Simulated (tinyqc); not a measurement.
ESD clamp with bipolar snapback, compact model and design window: two steps of the calculation.

The drain junction multiplies the current that enters it: Igen = (M - 1)(Ic + I0), M = 1/(1 - (Vj/BV)^n). The generated holes leave through the substrate resistance and the base of the parasitic npn: Igen = Vb/Rb + Ic/be, Ic = Is exp(Vb/Vt). Terminal current I = Ic + I0 + Igen and voltage V = Vj + I Ro, per width. Isothermal, constant gain.

Parameters, values chosen for the exercise; values close to those of grounded-gate n-channel clamps:

| symbol | value | unit | meaning |
|---|---|---|---|
| T | 300 | K | temperature |
| BV | 9.2 | V | junction breakdown voltage |
| n | 3.6 |  | exponent of the multiplication |
| be | 11.4 |  | current gain of the parasitic npn |
| Is | 1.6e-17 | A/um | saturation current |
| I0 | 2.1e-12 | A/um | junction leakage |
| Rb | 17000 | ohm um | substrate resistance |
| Ro | 580 | ohm um | drain ballast and contact resistance |
| It2 | 7.1 | mA/um | failure current for 100 ns |

Constants: q = 1.602176634e-19 C, kB = 1.380649e-23 J/K, Vt = kB T/q. Results are converted to the units shown.

Question 1. The snapback curve. For given Vb: Ic, Igen, M = 1 + Igen/(Ic + I0), Vj = BV (1 - 1/M)^(1/n), I and V.

Vb, point 0 to 8 (V): [0.05, 0.3, 0.467, 0.527, 0.577, 0.691, 0.795, 0.815, 0.845]

Give: Ic; M; Vj; I; V.

Answer 1.

Ic, point 0 to 8 (uA/um): [1.107e-10, 1.753e-6, 0.001120, 0.01141, 0.07894, 6.492, 362.7, 786.2, 2509]
M, point 0 to 8: [1.400e6, 4.580e6, 2.447e4, 2717, 431.0, 7.348, 1.217, 1.149, 1.108]
Vj, point 0 to 8 (V): [9.200, 9.200, 9.200, 9.199, 9.194, 8.834, 5.697, 5.214, 4.813]
I, point 0 to 8 (uA/um): [2.941, 17.65, 27.47, 31.01, 34.03, 47.71, 441.3, 903.1, 2779]
V, point 0 to 8 (V): [9.202, 9.210, 9.216, 9.217, 9.214, 8.861, 5.953, 5.738, 6.425]

V peaks at Vt1 = 9.217 V and falls to Vh = 5.738 V: once the npn supplies current, a small M feeds the base. At high current M tends to 1 + 1/be and Vj to BV (1 + be)^(-1/n) = 4.572 V.

Question 2. Base voltage at the failure current. I(Vb) = Ic (1 + 1/be) + I0 + Vb/Rb, I' = Ic (1 + 1/be)/Vt + 1/Rb; Newton steps on ln I: Vb(new) = Vb - ln(I/It2) I/I'. V follows from the introduction.

Vb at the start = 0.76 V

Wanted: I; V; I'; Vb after iteration 1.

Answer 2.

I = 0.14658 mA/um
V = 7.0174 V
I' = 3.9996 mS/um
Vb after iteration 1 = 0.90221 V

Numbers from tinyqc (`OMP_NUM_THREADS=1 python tinyqc.py 2670107 2670108 out.jsonl`; about 0.02 s on one thread of a shared Intel Xeon 2.30GHz).
